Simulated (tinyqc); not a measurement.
Worked calculation: Hubbard chain of 5 sites. One step of it, computed by the program tinyqc.

Task: Mean-field iteration 2. H(up) = T + U n(down), H(down) = T + U n(up); fill the lowest levels; n(new) = n + mixing (n(out) - n); E = tr T (rho up + rho down) + U sum n_up n_down of the output.

one-body matrix (hopping and site energies) (eV), lower triangle:
```
           1          2          3          4         5
1   0.000000
2  -1.290000   0.000000
3   0.000000  -1.290000   0.000000
4   0.000000   0.000000  -1.290000   0.000000
5   0.000000   0.000000   0.000000  -1.290000  0.000000
```

U = 1.900000 eV

electrons, up and down: 2  2

mixing = 0.500000

n(up) after iteration 1: 1 0.577487, 2 0.218581, 3 0.557865, 4 0.218581, 5 0.577487

n(down) after iteration 1: 1 0.155847, 2 0.681419, 3 0.175468, 4 0.681419, 5 0.155847

Give: levels, up; levels, down; energy; n(up) after iteration 2; n(down) after iteration 2.

Result:

levels, up (eV): -1.4791  -0.5879  0.3086  2.1787  3.0946

levels, down (eV): -1.5146  -0.5780  1.0848  2.0906  3.0023

energy = -5.3807 eV

n(up) after iteration 2: 1 0.5108, 2 0.2875, 3 0.4783, 4 0.2875, 5 0.5108

n(down) after iteration 2: 1 0.2059, 2 0.6408, 3 0.2315, 4 0.6408, 5 0.2059
